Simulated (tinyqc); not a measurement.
Worked calculation: velocity overshoot from momentum and energy balance equations after a field step. Computed by tinyqc, a small Python program that keeps every step. Command: `OMP_NUM_THREADS=1 python tinyqc.py 3011961 3011962 out.jsonl overshoot walk`. One thread of a shared host (Intel(R) Xeon(R) Processor @ 2.30GHz), about 0.01 s of CPU time with the checks. Intermediate numbers are printed to about 5 digits and carried at full precision; extremes and crossings named in words are read from the listed rows.

At t = 0 the field jumps from 0 to F in a uniform sample. v is the drift velocity and u = w - (3/2) k_B T the excess energy per carrier.

Inputs (values chosen for the exercise, modelled on electrons in silicon except for tau_E):
```
quantity,value,unit
effective mass m,0.27,m_0
low-field mobility mu_0,1500,cm^2/(V s)
saturation velocity v_s,0.99,1e7 cm/s
energy relaxation time tau_E,0.61,ps
field after the step F,5.9,kV/cm
lattice temperature T,300,K
time step dt,12,fs
```

Scheme: explicit Euler.

Constants: m_0 = 9.1093837015e-31 kg; e = 1.602176634e-19 C; k_B = 8.617333262e-05 eV/K.

## Constants and steady state

dv/dt = e F/m - v/tau_m(u), du/dt = e F v - u/tau_E, tau_m(u) = tau_0/(1 + c u), tau_0 = m mu_0/e, c = mu_0/(e tau_E v_s^2); this choice gives the steady state v (1 + mu_0 F v/v_s^2) = mu_0 F, which saturates at v_s. Steady velocity v = 2 mu_0 F/(1 + sqrt(1 + 4 (mu_0 F/v_s)^2)); u = e F v tau_E; carrier temperature T + 2u/(3 k_B), neglecting the drift energy m v^2/2.

tau_0 = 230.27 fs

c = 25.089 1/eV

acceleration e F/m = 0.0038433 1e7 cm/s per fs

steady velocity = 0.58061 1e7 cm/s

steady excess energy = 0.020896 eV

steady carrier temperature = 461.66 K

tau_E/tau_0 = 2.65, and in the steady state tau_m has shrunk to 151.1 fs.

## First four steps

dv/dt = e F/m - v/tau_m(u), du/dt = e F v - u/tau_E, tau_m(u) = tau_0/(1 + c u), tau_0 = m mu_0/e, c = mu_0/(e tau_E v_s^2); this choice gives the steady state v (1 + mu_0 F v/v_s^2) = mu_0 F, which saturates at v_s. Step: v_new = v + dt (e F/m - v/tau_m(u)), u_new = u + dt (e F v - u/tau_E). Start v = u = 0; the distance adds dt (v + v_new)/2.

Steps:
```
step,t (fs),v (1e7 cm/s),u (eV),tau_m (fs)
1,12,0.04612,0,230.27
2,24,0.08984,3.2653e-05,230.08
3,36,0.13127,9.5615e-05,229.72
4,48,0.17053,1.8667e-04,229.19
```

After the first step u is still 0, below the drift energy m v^2/2, because the explicit scheme uses the old v: an error of the finite time step.

## The whole transient

Run to 8 times the larger of tau_E and tau_0, but at most 20001 steps, and stop early if |v| > 1000 v_s or u < -1/(2c); the run is accepted if the last v is within 0.5 % of the steady value.

Selected steps, the peak among them:
```
step,t (fs),v (1e7 cm/s),u (eV),distance (nm)
1,1.2000e+01,0.04612,0,2.7672e-02
2,2.4000e+01,0.08984,3.2653e-05,1.0925e-01
4,4.8000e+01,0.17053,1.8667e-04,4.2299e-01
6,7.2000e+01,0.24294,4.4484e-04,9.2035e-01
10,1.2000e+02,0.36562,1.2134e-03,2.3913e+00
16,1.9200e+02,0.50256,2.8089e-03,5.5467e+00
25,3.0000e+02,0.62567,5.6851e-03,1.1714e+01
40,4.8000e+02,0.69161,1.0421e-02,2.3758e+01
43,5.1600e+02,0.69270,1.1260e-02,2.6251e+01
64,7.6800e+02,0.66173,1.5768e-02,4.3397e+01
101,1.2120e+03,0.60706,1.9325e-02,7.1394e+01
161,1.9320e+03,0.58433,2.0662e-02,1.1403e+02
256,3.0720e+03,0.58079,2.0884e-02,1.8035e+02
407,4.8840e+03,0.58061,2.0896e-02,2.8557e+02
```

peak velocity = 0.69270 1e7 cm/s

time of the peak = 516 fs

distance at the peak = 26.251 nm

last relative deviation from the steady velocity = 2.8935e-06

peak over steady velocity = 1.1931

The velocity overshoots to 1.19 times its steady value: momentum follows the field within tau_m while the energy, and with it the scattering rate, builds up over tau_E. A channel shorter than a few times 26 nm would see this.

## Error of the time step

The peak velocity is recomputed with dt/2 and dt/4 and by an adaptive Runge-Kutta method (tolerance 1e-9).

Peak velocity:
```
step,v_peak (1e7 cm/s),error (%)
dt,0.69270,0.69074
dt/2,0.69028,0.33836
dt/4,0.68910,0.16747
adaptive,0.68795,0.00000
```

The explicit scheme puts the peak 0.69 % too high; halving dt divides the error by 2.04, as a first-order method should.

Checks made by the program: peak at dt/4 against the adaptive solution (relative difference 2e-03).
